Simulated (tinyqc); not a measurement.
Efficiency against current: defect, radiative and Auger recombination at equal electron and hole densities (ABC model).

J/(e d) = Ae n + B n^2 + C n^3 with Ae = A + 4 S/w (four side walls, carriers spread evenly), e = 1.602176634e-19 C, lengths in cm; internal efficiency IQE = B n^2/(Ae n + B n^2 + C n^3); all injected carriers recombine in the layer.

Values chosen for the exercise (orders of magnitude like those quoted for Si; the results hold for these values, not for the real material): A = 30000 1/s (defect rate); B = 3.2e-15 cm^3/s (radiative coefficient); C = 9.3e-31 cm^6/s (Auger coefficient); S = 85 cm/s (recombination velocity of the side walls); w = 2900 micrometre (side of the square mesa); d = 110000 nm (active thickness).

The slope is d ln(B n^2)/d ln J = 2 (Ae + B n + C n^2)/(Ae + 2 B n + 3 C n^2).

Results:
```
J (A/cm^2)  n (1/cm^3)       IQE  slope  differential lifetime (ns)
0.020         3.64e+14  3.74e-05  2.000                    3.21e+04
0.30          5.45e+15  0.000559  1.995                    3.20e+04
1.0           1.80e+16   0.00183  1.959                    3.11e+04
5.0           7.69e+16   0.00666  1.533                    2.08e+04
20            1.82e+17   0.00931  1.004                    8.04e+03
80            3.34e+17   0.00786  0.789                    2.90e+03
3.0e+02       5.47e+17   0.00562  0.716                    1.15e+03
1.0e+03       8.34e+17   0.00392  0.689                         506
5.0e+03       1.44e+18   0.00234  0.674                         171
```

Give the missing row, J (A/cm^2) = 0.080.

Computed row:
```
J (A/cm^2)  n (1/cm^3)       IQE  slope  differential lifetime (ns)
0.080         1.46e+15  0.000149  1.999                    3.21e+04
```

IQE peaks at 0.00931 for J = 20.3 A/cm^2, where the slope passes 1. It is 3.74e-05 at the lowest current and 0.00234 at the highest, a droop of 75 %. The slope runs from 2.00 to 0.67; its limits are 2 (defects alone), 1 (radiation alone) and 2/3 (Auger alone).

tinyqc: `OMP_NUM_THREADS=1 python tinyqc.py 1650512 1650513 out.jsonl`; about 0.01 s, one thread, shared Intel(R) Xeon(R) Processor @ 2.30GHz.
